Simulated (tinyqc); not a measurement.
Thermoelectric coefficients of one resonant level, Landauer integrals: one step of the calculation.

Transmission X(x) = (g/2)^2/[(x - y)^2 + (g/2)^2] with x = (E - EF)/kB T, two spin channels. I_k = int X x^k w dx over all x, w = 1/(4 cosh^2(x/2)).

Question. Coefficients. G = (2 q^2/h) I_0, S = -(kB/q) I_1/I_0, L/L0 = [I_2/I_0 - (I_1/I_0)^2]/(pi^2/3), K_e = (2 kB^2 T/h)(I_2 - I_1^2/I_0), ZT = G S^2 T/(K_e + K_ph), K_ph = kp pi^2 kB^2 T/(3 h).

Parameters, values chosen for the exercise:
```
symbol,value,unit,meaning
T,4,K,temperature
kp,0.032,,phonon heat conductance in units of pi^2 kB^2 T/(3 h)
```

Constants: q = 1.602176634e-19 C, kB = 1.380649e-23 J/K, h = 6.62607015e-34 J s. Results are converted to the units shown.

converged I_0, I_1, I_2: [0.027479567, 0.071330959, 0.30177919]

Wanted: G; S; L/L0; K_e; ZT; ZT without phonons.

Answer.

G = 2.129 uS
S = -223.7 uV/K
L/L0 = 1.290
K_e = 0.2684 pW/K
ZT = 1.094
ZT without phonons = 1.588

The level lies above EF, so S is negative (electron-like). A level of zero width would give -(kB/q) y = -405 uV/K; S is 45 % below that in size.

Numbers from tinyqc (`OMP_NUM_THREADS=1 python tinyqc.py 2800031 2800032 out.jsonl`; about 0.02 s on one thread of a shared Intel Xeon 2.30GHz).
